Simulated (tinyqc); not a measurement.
Single-electron transistor, orthodox theory and master equation: linear conductance against temperature.

A metal island with n extra electrons joins the left lead (voltage V) and the right lead (0 V) by tunnel junctions and couples to a gate. Cs = CL + CR + Cg. Adding electron n + 1 costs mu(n) = [q (n + 1/2) - CL V - Cg Vg]/Cs (in volts); the Fermi levels are -V (left) and 0 (right). A jump that gains the energy W has the rate G(W) = (W/q)/(R [1 - exp(-W/Vt)]), W in volts, Vt = kB T/q. Sequential tunnelling only; I > 0 flows from left to right.

Onto the island: from the left W = -V - mu(n), from the right W = -mu(n); off the island (n + 1 to n): to the left W = mu(n) + V, to the right W = mu(n). Steady state: p(n + 1)/p(n) = (sum of on rates)/(sum of off rates), normalised. I = q sum_n [p(n + 1) (off to left) - p(n) (on from left)]. Enough charge states are kept that the digits shown do not change. The conductance is dI/dV at V = 0 times RL + RR, at Vg = q/(2 Cg) (peak) and Vg = 0 (valley).

Inputs (values chosen for the exercise):
- CL = 23 aF (capacitance of the left junction)
- CR = 25 aF (capacitance of the right junction)
- Cg = 13 aF (gate capacitance)
- RL = 74 kohm (resistance of the left junction)
- RR = 74 kohm (resistance of the right junction)

Constants: q = 1.602176634e-19 C, kB = 1.380649e-23 J/K, Vt = kB T/q. Results are converted to the units shown.

Result of one run:

| T (K) | kB T/(q^2/Cs) | peak | valley |
|---|---|---|---|
| 0.53 | 0.01739 | 0.5000 | 1.870e-11 |

What becomes of these results when the temperature T is changed from 0.53 to 0.84 K, all else the same?

Result of the changed run:

| T (K) | kB T/(q^2/Cs) | peak | valley |
|---|---|---|---|
| 0.84 | 0.02756 | 0.5000 | 4.792e-7 |

The whole series:

| T (K) | kB T/(q^2/Cs) | peak | valley |
|---|---|---|---|
| 0.53 | 0.01739 | 0.5000 | 1.870e-11 |
| 0.84 | 0.02756 | 0.5000 | 4.792e-7 |
| 1.3 | 0.04265 | 0.5000 | 1.901e-4 |
| 2.1 | 0.06890 | 0.5000 | 0.01023 |
| 3.3 | 0.1083 | 0.5009 | 0.09030 |
| 5.2 | 0.1706 | 0.5153 | 0.2987 |
| 8.3 | 0.2723 | 0.5811 | 0.5330 |
| 13 | 0.4265 | 0.6864 | 0.6830 |
| 21 | 0.6890 | 0.7891 | 0.7890 |

At low temperature the peak is 0.500, the limit 1/2 of a metal island with only two charge states in play; it rises from 0.500 to 0.789, and the valley rises from 1.87e-11 to 0.789. Among the rows the valley is within 10 % of the peak from kB T = 0.27 q^2/Cs on: the oscillation is washed out.

Range of the model: Cotunnelling, which dominates deep in the blockade, is left out. A junction resistance within a factor of four of h/q^2 = 25.8 kohm strains the orthodox theory.

Computed by the program tinyqc: `OMP_NUM_THREADS=1 python tinyqc.py 2780128 2780129 out.jsonl`, one thread of a shared Intel Xeon 2.30GHz, about 0.01 s for the whole run.
